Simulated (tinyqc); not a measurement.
Born-Mayer model of an ionic crystal AB: one step, computed by the program tinyqc. Command: `OMP_NUM_THREADS=1 python tinyqc.py 3006085 3006086 out.jsonl bornmayer walk`. One thread of a shared host (Intel(R) Xeon(R) Processor @ 2.30GHz), about 0.01 s of CPU time with the checks.

Energies are per ion pair and r is the nearest distance of unlike ions.

Task: Terms of the lattice energy. Madelung constant M, unlike neighbours z1, like neighbours z2 at f r, volume per pair: rock salt 1.747565, 6, 12, sqrt2, 2 r^3; caesium chloride 1.762675, 8, 6, 2/sqrt3, 8 r^3/(3 sqrt3); zinc blende 1.638055, 4, 12, sqrt(8/3), 16 r^3/(3 sqrt3). U(r) = -M z^2 e^2/(4 pi eps_0 r) + z1 lambda exp(-r/rho).

Inputs (values chosen for the exercise, for a model salt): ionic charge z = 1; unlike repulsion lambda = 1830 eV; range rho = 0.324 angstrom.

Structure: rock salt. Short range: nearest neighbours only.

equilibrium distance r0 = 3.059096 angstrom

Constants: e^2/(4 pi eps_0) = 14.39964548 eV angstrom.

Give: terms; lattice energy U.

Result:

terms (eV): Coulomb -8.226, unlike repulsion 0.871

lattice energy U = -7.355 eV per pair

The short-range terms together cancel 10.6 % of the Coulomb energy, which is rho/r0 = 0.1059: U = -(M z^2 e^2/(4 pi eps_0 r0))(1 - rho/r0).
